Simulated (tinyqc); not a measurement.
Inside a calculation. Method: tight binding, kagome lattice. Computed by tinyqc, a small Python program that keeps every step. Settings: t1 = 1.45, t2 = 1.45, delta = -0.85, bands filled = 2. Command: `OMP_NUM_THREADS=1 python tinyqc.py 30675 30676 out.jsonl` (the two numbers bound the seeds that draw the settings). One thread of a shared host (Intel(R) Xeon(R) Processor @ 2.60GHz), about 0.01 s of CPU time with the checks.

## Bloch Hamiltonian at k

Parameters chosen for this model:
```
parameter      value                unit
t1          1.450000    eV, up triangles
t2          1.450000  eV, down triangles
delta      -0.850000        eV on site C
```

k point k (fractions of the reciprocal vectors): -0.300000  -0.320000

H_AB = -t1 - t2 exp(-i k.a1), H_AC = -t1 - t2 exp(-i k.a2), H_BC = -t1 - t2 exp(i k.(a1 - a2)), H_CC = delta.

H(k) at k (eV), lower triangle (Hermitian):
```
                     A                    B          C
A             0.000000
B  -1.001925+1.379032i             0.000000
C  -0.832620+1.311999i  -2.888566+0.181733i  -0.850000
```

## Levels at k

Diagonalise the Hermitian matrix.

eigenvalues (eV): -4.514820  1.119144  2.545676

weights |c|^2 of the basis functions:
```
     band 1    band 2    band 3
A  0.205366  0.768081  0.026553
B  0.355252  0.026234  0.618515
C  0.439383  0.205685  0.354932
```

## Bloch Hamiltonian at K

k point K (fractions of the reciprocal vectors): 0.333333  0.666667

As before.

H(k) at K (eV), lower triangle (Hermitian):
```
                     A                    B          C
A             0.000000
B  -0.725000-1.255737i             0.000000
C  -0.725000+1.255737i  -0.725000-1.255737i  -0.850000
```

## Levels at K

As before.

eigenvalues (eV): -2.051064  -1.450000  2.651064

weights |c|^2 of the basis functions:
```
     band 1    band 2    band 3
A  0.127715  0.500000  0.372285
B  0.127715  0.500000  0.372285
C  0.744570  0.000000  0.255430
```

## Bands along a path

The same steps at evenly spaced points between the labelled ones.

Bands along the path (eV):
```
k             band 1     band 2    band 3
G          -6.102366   2.352366  2.900000
G-K 0.33   -5.414607   1.752231  2.812376
G-K 0.67   -3.667848   0.077157  2.740691
K          -2.051064  -1.450000  2.651064
K-M 0.33   -2.694556  -0.745983  2.590539
K-M 0.67   -3.184030  -0.198161  2.532191
M          -3.355977          0  2.505977
M-K' 0.33  -3.184030  -0.198161  2.532191
M-K' 0.67  -2.694556  -0.745983  2.590539
K'         -2.051064  -1.450000  2.651064
```

With 2 band(s) filled, the highest filled level on these points lies at G and the lowest empty one at M: a gap of 0.1536 eV, indirect.
